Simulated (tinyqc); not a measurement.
Inside a calculation. Method: Hueckel theory of the pi electrons with the omega technique, for the molecule C=CC=CC=CC=C (SMILES; centres numbered as the heavy atoms are written). Computed by tinyqc, a small Python program that keeps every step. Settings: charge = 0, omega = 1.0, damping = 0.7. Command: `OMP_NUM_THREADS=1 python tinyqc.py 22361 22362 out.jsonl` (the two numbers bound the seeds that draw the settings). One thread of a shared host (Intel(R) Xeon(R) Processor @ 2.60GHz), about 0.01 s of CPU time with the checks.

## The Hueckel matrix

Centres:
```
centre  z_r, pi electrons of the neutral centre         h
1C                                            1  0.000000
2C                                            1  0.000000
3C                                            1  0.000000
4C                                            1  0.000000
5C                                            1  0.000000
6C                                            1  0.000000
7C                                            1  0.000000
8C                                            1  0.000000
```

Bonds:
```
i  j  k
1  2  1
2  3  1
3  4  1
4  5  1
5  6  1
6  7  1
7  8  1
```

H_rr = alpha + h_r beta, H_rs = k_rs beta for bonded centres.

Hueckel matrix in units of beta (H = alpha + beta A), order 1C, 2C, 3C, 4C, 5C, 6C, 7C, 8C:
```
[[0.000000, 1.000000, 0.000000, 0.000000, 0.000000, 0.000000, 0.000000, 0.000000],
 [1.000000, 0.000000, 1.000000, 0.000000, 0.000000, 0.000000, 0.000000, 0.000000],
 [0.000000, 1.000000, 0.000000, 1.000000, 0.000000, 0.000000, 0.000000, 0.000000],
 [0.000000, 0.000000, 1.000000, 0.000000, 1.000000, 0.000000, 0.000000, 0.000000],
 [0.000000, 0.000000, 0.000000, 1.000000, 0.000000, 1.000000, 0.000000, 0.000000],
 [0.000000, 0.000000, 0.000000, 0.000000, 1.000000, 0.000000, 1.000000, 0.000000],
 [0.000000, 0.000000, 0.000000, 0.000000, 0.000000, 1.000000, 0.000000, 1.000000],
 [0.000000, 0.000000, 0.000000, 0.000000, 0.000000, 0.000000, 1.000000, 0.000000]]
```

## Orbitals, round 1

pi electrons, sum of z_r less the charge = 8

Diagonalise; E = alpha + x beta with beta < 0, so the largest x are filled first; degenerate levels share their electrons. P = sum n_i c_ri c_si; each orbital has its largest coefficient positive (the first on a tie).

x values: [1.879385, 1.532089, 1.000000, 0.347296, -0.347296, -1.000000, -1.532089, -1.879385]

occupations: [2.000000, 2.000000, 2.000000, 2.000000, 0.000000, 0.000000, 0.000000, 0.000000]

coefficients, order 1C, 2C, 3C, 4C, 5C, 6C, 7C, 8C:
```
[[0.161230, 0.303013, 0.408248, 0.464243, 0.464243, 0.408248, -0.303013, -0.161230],
 [0.303013, 0.464243, 0.408248, 0.161230, -0.161230, -0.408248, 0.464243, 0.303013],
 [0.408248, 0.408248, 0.000000, -0.408248, -0.408248, 0.000000, -0.408248, -0.408248],
 [0.464243, 0.161230, -0.408248, -0.303013, 0.303013, 0.408248, 0.161230, 0.464243],
 [0.464243, -0.161230, -0.408248, 0.303013, 0.303013, -0.408248, 0.161230, -0.464243],
 [0.408248, -0.408248, 0.000000, 0.408248, -0.408248, 0.000000, -0.408248, 0.408248],
 [0.303013, -0.464243, 0.408248, -0.161230, -0.161230, 0.408248, 0.464243, -0.303013],
 [0.161230, -0.303013, 0.408248, -0.464243, 0.464243, -0.408248, -0.303013, 0.161230]]
```

charge and bond-order matrix P, order 1C, 2C, 3C, 4C, 5C, 6C, 7C, 8C:
```
[[1.000000, 0.862086, 0.000000, -0.367267, 0.000000, 0.263287, 0.000000, -0.229353],
 [0.862086, 1.000000, 0.494818, 0.000000, -0.103980, 0.000000, 0.033934, 0.000000],
 [0.000000, 0.494818, 1.000000, 0.758105, 0.000000, -0.333333, 0.000000, 0.263287],
 [-0.367267, 0.000000, 0.758105, 1.000000, 0.528752, 0.000000, -0.103980, 0.000000],
 [0.000000, -0.103980, 0.000000, 0.528752, 1.000000, 0.758105, 0.000000, -0.367267],
 [0.263287, 0.000000, -0.333333, 0.000000, 0.758105, 1.000000, 0.494818, 0.000000],
 [0.000000, 0.033934, 0.000000, -0.103980, 0.000000, 0.494818, 1.000000, 0.862086],
 [-0.229353, 0.000000, 0.263287, 0.000000, -0.367267, 0.000000, 0.862086, 1.000000]]
```

## Omega technique, round 1

h_r = h_r(0) + omega q_r, omega = 1, with q_r = z_r - P_rr; 0.7 of the old diagonal is kept.

matrix after round 1, order 1C, 2C, 3C, 4C, 5C, 6C, 7C, 8C:
```
[[0.000000, 1.000000, 0.000000, 0.000000, 0.000000, 0.000000, 0.000000, 0.000000],
 [1.000000, 0.000000, 1.000000, 0.000000, 0.000000, 0.000000, 0.000000, 0.000000],
 [0.000000, 1.000000, 0.000000, 1.000000, 0.000000, 0.000000, 0.000000, 0.000000],
 [0.000000, 0.000000, 1.000000, 0.000000, 1.000000, 0.000000, 0.000000, 0.000000],
 [0.000000, 0.000000, 0.000000, 1.000000, 0.000000, 1.000000, 0.000000, 0.000000],
 [0.000000, 0.000000, 0.000000, 0.000000, 1.000000, 0.000000, 1.000000, 0.000000],
 [0.000000, 0.000000, 0.000000, 0.000000, 0.000000, 1.000000, 0.000000, 1.000000],
 [0.000000, 0.000000, 0.000000, 0.000000, 0.000000, 0.000000, 1.000000, 0.000000]]
```

## Convergence

Each round sets h_r = h_r(0) + omega (z_r - P_rr), keeping the share named as damping of the old diagonal; repeat until output and input diagonals agree to 1e-6.

Rounds:
```
round   sum n x  largest |h(out) - h(in)|
1      9.517541                  1.11e-15
```

Converged in 1 rounds.

## Energy, charges, bond orders

E = sum n x; q_r = z_r - P_rr; bond order p = P_rs; free valence = sqrt(3) - sum of p over the bonds of the atom.

pi energy = 8 alpha + this times beta = 9.517541

pi charges: [0.000000, 0.000000, 0.000000, 0.000000, 0.000000, 0.000000, 0.000000, 0.000000]

Bond orders and lengths from R = 1.517 - 0.180 p (angstrom, C-C alone):
```
bond         p         R
1-2   0.862086  1.361825
2-3   0.494818  1.427933
3-4   0.758105  1.380541
4-5   0.528752  1.421825
5-6   0.758105  1.380541
6-7   0.494818  1.427933
7-8   0.862086  1.361825
```

free valence of the carbons: [0.869965, 0.375147, 0.479127, 0.445193, 0.445193, 0.479127, 0.375147, 0.869965]

gap between the highest filled and the next level = 0.694593 |beta|
